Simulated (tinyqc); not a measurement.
Box-like doped layer, carriers, mobility and sheet resistance: two steps of the calculation.

An n-type layer from the surface x = 0 to the junction xj, N(x) = N0 for x < xb and N0 10^(-(x - xb)/Lt) beyond. Local neutrality (no depletion at surface or junction, no spilling of carriers), intrinsic carriers neglected, full ionisation of active dopants.

Parameters, values chosen for the exercise; values close to those of phosphorus in silicon over a p-type background:

| symbol | value | unit | meaning |
|---|---|---|---|
| T | 400 | K | temperature |
| Nb | 1e17 | cm^-3 | background doping of the opposite type |
| N0 | 9.8e18 | cm^-3 | peak chemical concentration |
| m1 | 71.2 | cm^2/(V s) | mobility limit at high doping |
| m2 | 1400 | cm^2/(V s) | mobility limit at low doping, at 300 K |
| Nr | 9.03e16 | cm^-3 | reference doping of the mobility law |
| am | 0.724 |  | exponent of the mobility law |
| bt | 2.2 |  | temperature exponent of m2 |
| Ns | 3.95e20 | cm^-3 | solubility limit of active dopant |
| xb | 12 | nm | depth of the flat top |
| Lt | 0.85 | nm/decade | abruptness of the tail |

Constants: q = 1.602176634e-19 C. Results are converted to the units shown.

Task 1. Junction depth and local values. xj = xb + Lt log10(N0/Nb); 14 equal steps from 0 to xj. Active dopant A = min(N, Ns); n = A - Nb; mobility mu = m1 + (m2 (T/300 K)^(-bt) - m1)/(1 + ((A + Nb)/Nr)^am).

Find: xj; x; N; A; n; mu.

Result 1.

xj = 13.69 nm

```
point  x (nm)  N (cm^-3)  A (cm^-3)  n (1e18 cm^-3)  mu (cm^2/(V s))
0        0.00   9.800e18   9.800e18           9.700            92.90
1        0.98   9.800e18   9.800e18           9.700            92.90
2        1.96   9.800e18   9.800e18           9.700            92.90
3        2.93   9.800e18   9.800e18           9.700            92.90
4        3.91   9.800e18   9.800e18           9.700            92.90
5        4.89   9.800e18   9.800e18           9.700            92.90
6        5.87   9.800e18   9.800e18           9.700            92.90
7        6.85   9.800e18   9.800e18           9.700            92.90
8        7.82   9.800e18   9.800e18           9.700            92.90
9        8.80   9.800e18   9.800e18           9.700            92.90
10       9.78   9.800e18   9.800e18           9.700            92.90
11      10.76   9.800e18   9.800e18           9.700            92.90
12      11.74   9.800e18   9.800e18           9.700            92.90
13      12.71   1.415e18   1.415e18           1.315            148.5
14      13.69   1.000e17   1.000e17           0.000            313.2
```

The mobility runs from 92.9 to 313 cm^2/(V s).

Task 2. Sheet quantities by the trapezoid rule. Dose = integral of N, carrier sheet density = integral of n, 1/Rs = q integral of n mu, mean mobility 1/(q Rs sheet density), Hall mobility (unit Hall factor) = integral of n mu^2 over integral of n mu, Hall sheet density = (integral of n mu)^2/integral of n mu^2; all from 0 to xj.

```
point     x (nm)     N (cm^-3)  n (1e18 cm^-3)  mu (cm^2/(V s))
0       0.000000        9.8e18       9.7000000        92.895727
1       0.978039        9.8e18       9.7000000        92.895727
2       1.956077        9.8e18       9.7000000        92.895727
3       2.934116        9.8e18       9.7000000        92.895727
4       3.912155        9.8e18       9.7000000        92.895727
5       4.890194        9.8e18       9.7000000        92.895727
6       5.868232        9.8e18       9.7000000        92.895727
7       6.846271        9.8e18       9.7000000        92.895727
8       7.824310        9.8e18       9.7000000        92.895727
9       8.802349        9.8e18       9.7000000        92.895727
10      9.780387        9.8e18       9.7000000        92.895727
11     10.758426        9.8e18       9.7000000        92.895727
12     11.736465        9.8e18       9.7000000        92.895727
13     12.714503  1.4146005e18       1.3146005        148.45227
14     13.692542          1e17       0.0000000        313.16320
```

Find: dose; carrier sheet density; Rs; mean mobility; Hall mobility; Hall sheet density.

Result 2.

dose = 1.2124e13 cm^-2
carrier sheet density = 1.1987e13 cm^-2
Rs = 5569.2 ohm/square
mean mobility = 93.492 cm^2/(V s)
Hall mobility = 93.842 cm^2/(V s)
Hall sheet density = 1.1943e13 cm^-2

Carriers make up 98.9 % of the dose. A Hall measurement weights the mobile tail, so its sheet density is 0.37 % below the true one.

tinyqc, about 0.01 s, one thread, Intel Xeon 2.30GHz (shared host): `OMP_NUM_THREADS=1 python tinyqc.py 2110131 2110132 out.jsonl`
